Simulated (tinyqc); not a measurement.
# Doping from the body effect

Problem. The threshold of a long MOSFET, counted against the source, shifts by gamma (sqrt(2 phiF + Vsb) - sqrt(2 phiF)) with gamma = sqrt(2 eps0 eps_r q N)/Cox. Find 2 phiF, gamma and N from two shifts.

Values chosen for this exercise:
- eps_r = 14.1 (relative permittivity)

Constants: q = 1.602176634e-19 C, eps0 = 8.8541878128e-14 F/cm where lengths are in cm. Results are converted to the units shown.

|VT - VT(0)| at source-body biases 0.8 and 2.4 V (V): [0.035499728, 0.082327030]
Cox = 1.7949853 uF/cm^2

Solution. The ratio of the shifts depends on 2 phiF alone and rises steadily with it, so it fixes 2 phiF; either shift then gives gamma, and gamma gives N.

2 phiF = 0.543 V
gamma = 0.0841 V^0.5
N = 5.70e16 cm^-3

tinyqc, about 0.01 s, one thread, Intel Xeon 2.30GHz (shared host): `OMP_NUM_THREADS=1 python tinyqc.py 2060029 2060030 out.jsonl`
